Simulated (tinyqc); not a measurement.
Worked calculation: empirical pseudopotential in a few plane waves. Computed by tinyqc, a small Python program that keeps every step. Settings: plane-wave index or count = 15. Command: `OMP_NUM_THREADS=1 python tinyqc.py 31282 31283 out.jsonl` (the two numbers bound the seeds that draw the settings). One thread of a shared host (Intel(R) Xeon(R) Processor @ 2.60GHz), about 0.2 s of CPU time with the checks.

## Bloch Hamiltonian at k

Parameters chosen for this model: fcc lattice, atoms at +/- a/8 (1,1,1); form factors in rydberg at |G|^2 in units of (2 pi/a)^2:
```
parameter                 value      unit
a                      6.170000  angstrom
VS(3)                 -0.201000        Ry
VS(8)                  0.018000        Ry
VS(11)                 0.083000        Ry
VA(3)                  0.110000        Ry
VA(4)                  0.035000        Ry
VA(11)                 0.008000        Ry
hbar^2/2m (2 pi/a)^2   3.951048        eV
```

k point k (2 pi / a): [0.23000, 0.41000, 0.16000]

Basis: the 15 shortest G (labels in 2 pi/a), the same at every k. H(G,G') = c |k + G|^2 delta + VS(|G-G'|^2) cos((G-G').tau) + i VA sin((G-G').tau), tau = a/8 (1,1,1); 1 Ry = 13.605693 eV.

H(k) at k (eV), order +0+0+0, -1-1-1, -1-1+1, -1+1-1, -1+1+1, +1-1-1, +1-1+1, +1+1-1, +1+1+1, -2+0+0, +0-2+0, +0+0-2, +0+0+2, +0+2+0, +2+0+0:
```
[[0.97433, 1.93376+1.05827i, -1.93376+1.05827i, -1.93376+1.05827i, -1.93376-1.05827i, -1.93376+1.05827i, -1.93376-1.05827i, -1.93376-1.05827i, 1.93376-1.05827i, 0.00000+0.47620i, 0.00000+0.47620i, 0.00000+0.47620i, 0.00000-0.47620i, 0.00000-0.47620i, 0.00000-0.47620i],
 [1.93376-1.05827i, 6.50580, 0.00000-0.47620i, 0.00000-0.47620i, -0.24490, 0.00000-0.47620i, -0.24490, -0.24490, 0.00000, -1.93376-1.05827i, -1.93376-1.05827i, -1.93376-1.05827i, -0.79852+0.07697i, -0.79852+0.07697i, -0.79852+0.07697i],
 [-1.93376-1.05827i, 0.00000+0.47620i, 9.03447, 0.24490, 0.00000-0.47620i, 0.24490, 0.00000-0.47620i, 0.00000, -0.24490, -1.93376+1.05827i, -1.93376+1.05827i, 0.79852+0.07697i, 1.93376-1.05827i, -0.79852-0.07697i, -0.79852-0.07697i],
 [-1.93376-1.05827i, 0.00000+0.47620i, 0.24490, 12.98552, 0.00000-0.47620i, 0.24490, 0.00000, 0.00000-0.47620i, -0.24490, -1.93376+1.05827i, 0.79852+0.07697i, -1.93376+1.05827i, -0.79852-0.07697i, 1.93376-1.05827i, -0.79852-0.07697i],
 [-1.93376+1.05827i, -0.24490, 0.00000+0.47620i, 0.00000+0.47620i, 15.51419, 0.00000, 0.24490, 0.24490, 0.00000-0.47620i, 1.93376+1.05827i, -0.79852+0.07697i, -0.79852+0.07697i, -1.93376-1.05827i, -1.93376-1.05827i, 0.79852-0.07697i],
 [-1.93376-1.05827i, 0.00000+0.47620i, 0.24490, 0.24490, 0.00000, 10.14076, 0.00000-0.47620i, 0.00000-0.47620i, -0.24490, 0.79852+0.07697i, -1.93376+1.05827i, -1.93376+1.05827i, -0.79852-0.07697i, -0.79852-0.07697i, 1.93376-1.05827i],
 [-1.93376+1.05827i, -0.24490, 0.00000+0.47620i, 0.00000, 0.24490, 0.00000+0.47620i, 12.66943, 0.24490, 0.00000-0.47620i, -0.79852+0.07697i, 1.93376+1.05827i, -0.79852+0.07697i, -1.93376-1.05827i, 0.79852-0.07697i, -1.93376-1.05827i],
 [-1.93376+1.05827i, -0.24490, 0.00000, 0.00000+0.47620i, 0.24490, 0.00000+0.47620i, 0.24490, 16.62048, 0.00000-0.47620i, -0.79852+0.07697i, -0.79852+0.07697i, 1.93376+1.05827i, 0.79852-0.07697i, -1.93376-1.05827i, -1.93376-1.05827i],
 [1.93376+1.05827i, 0.00000, -0.24490, -0.24490, 0.00000+0.47620i, -0.24490, 0.00000+0.47620i, 0.00000+0.47620i, 19.14915, -0.79852-0.07697i, -0.79852-0.07697i, -0.79852-0.07697i, -1.93376+1.05827i, -1.93376+1.05827i, -1.93376+1.05827i],
 [0.00000-0.47620i, -1.93376+1.05827i, -1.93376-1.05827i, -1.93376-1.05827i, 1.93376-1.05827i, 0.79852-0.07697i, -0.79852-0.07697i, -0.79852-0.07697i, -0.79852+0.07697i, 13.14356, 0.24490, 0.24490, -0.24490, -0.24490, 0.00000],
 [0.00000-0.47620i, -1.93376+1.05827i, -1.93376-1.05827i, 0.79852-0.07697i, -0.79852-0.07697i, -1.93376-1.05827i, 1.93376-1.05827i, -0.79852-0.07697i, -0.79852+0.07697i, 0.24490, 10.29880, 0.24490, -0.24490, 0.00000, -0.24490],
 [0.00000-0.47620i, -1.93376+1.05827i, 0.79852-0.07697i, -1.93376-1.05827i, -0.79852-0.07697i, -1.93376-1.05827i, -0.79852-0.07697i, 1.93376-1.05827i, -0.79852+0.07697i, 0.24490, 0.24490, 14.24985, 0.00000, -0.24490, -0.24490],
 [0.00000+0.47620i, -0.79852-0.07697i, 1.93376+1.05827i, -0.79852+0.07697i, -1.93376+1.05827i, -0.79852+0.07697i, -1.93376+1.05827i, 0.79852+0.07697i, -1.93376-1.05827i, -0.24490, -0.24490, 0.00000, 19.30719, 0.24490, 0.24490],
 [0.00000+0.47620i, -0.79852-0.07697i, -0.79852+0.07697i, 1.93376+1.05827i, -1.93376+1.05827i, -0.79852+0.07697i, 0.79852+0.07697i, -1.93376+1.05827i, -1.93376-1.05827i, -0.24490, 0.00000, -0.24490, 0.24490, 23.25824, 0.24490],
 [0.00000+0.47620i, -0.79852-0.07697i, -0.79852+0.07697i, -0.79852+0.07697i, 0.79852+0.07697i, 1.93376+1.05827i, -1.93376+1.05827i, -1.93376+1.05827i, -1.93376-1.05827i, 0.00000, -0.24490, -0.24490, 0.24490, 0.24490, 20.41349]]
```

## Levels at k

Diagonalise the Hermitian matrix.

eigenvalues (eV): [-2.70113, 4.74498, 6.60646, 6.84394, 10.73925, 12.29560, 13.07445, 13.43939, 15.24470, 16.14879, 16.96126, 19.49733, 22.14266, 23.13632, 26.09125]

## Bands along a path

The same steps at evenly spaced points between the labelled ones.

Bands along the path (eV), lowest eight:
```
k           band 1   band 2   band 3   band 4    band 5    band 6    band 7    band 8
L         -1.92731  3.18492  6.94385  6.94385   9.88702  12.81035  12.81035  15.68414
L-G 0.33  -2.52287  4.11352  6.91504  6.91504  10.09930  12.68250  12.68250  15.06837
L-G 0.67  -3.09957  5.93377  7.14329  7.14329  10.76716  12.33188  12.33188  12.47618
G         -3.31857  7.30794  7.30794  7.30794  10.49282  11.92571  11.92571  11.92571
G-X 0.33  -3.02577  5.92290  6.86188  6.86188  10.79084  11.96374  12.96502  12.96502
G-X 0.67  -2.24588  4.06536  6.28985  6.28985   9.78391  11.40332  15.29587  15.29587
X         -1.45469  3.05974  6.24988  6.24988   9.49401  10.83023  18.28025  18.28025
```

With 4 band(s) filled, the highest filled level on these points lies at G and the lowest empty one at X: a gap of 2.1861 eV, indirect. This holds for the small fixed basis; with all plane waves up to |k + G|^2 = 21 (2 pi/a)^2 the gap along the path is 2.43 eV.

## Convergence with the number of plane waves

Levels at G counted from the fourth one.

Levels (eV):
```
plane waves    level 1  level 5  level 8
9            -13.88817  0.95240  2.10943
15           -10.62651  3.18487  4.61777
27            -9.71636  3.62284  4.71907
51            -9.60045  3.59803  4.94190
59            -9.63696  3.62583  4.68506
65            -9.65656  3.62556  4.63528
89            -9.62907  3.61827  4.66108
```
